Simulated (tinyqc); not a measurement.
MOSFET in saturation, small-signal circuit and noise: one step of the calculation.

Bias by the inversion coefficient IC = I/Ispec (charge-based model with velocity saturation; weak inversion below 0.1, strong above 10). Common-source circuit: gm, gds, Cgs, Cgd and Cj at the inner nodes, Rg in series with the gate; quasi-static, no source or drain resistance, no gate-body capacitance, no substrate network, no induced gate noise, so fmax is an upper estimate.

Question. Current gain and unilateral power gain. |h21| = |Y21/Y11|; U = |Y21 - Y12|^2/(4 [Re Y11 Re Y22 - Re Y12 Re Y21]). Extrapolated at 20 dB a decade: f |h21| and f sqrt(U).

Inputs (values chosen for the exercise): signal frequency f = 0.6 GHz.

Y with Rg (mS):
```
                          1                          2
1  0.004103460+1.174200076i  -0.000358346-0.102540332i
2  5.509334588-0.121794977i   0.050175988+0.252003459i
```

Wanted: |h21|; U; f |h21|; f sqrt(U).

Answer.

|h21| = 4.6931
U = 3481.1
f |h21| = 2.8159 GHz
f sqrt(U) = 35.400 GHz

Computed by the program tinyqc: `OMP_NUM_THREADS=1 python tinyqc.py 2150029 2150030 out.jsonl`, one thread of a shared Intel Xeon 2.30GHz, about 0.01 s for the whole run.
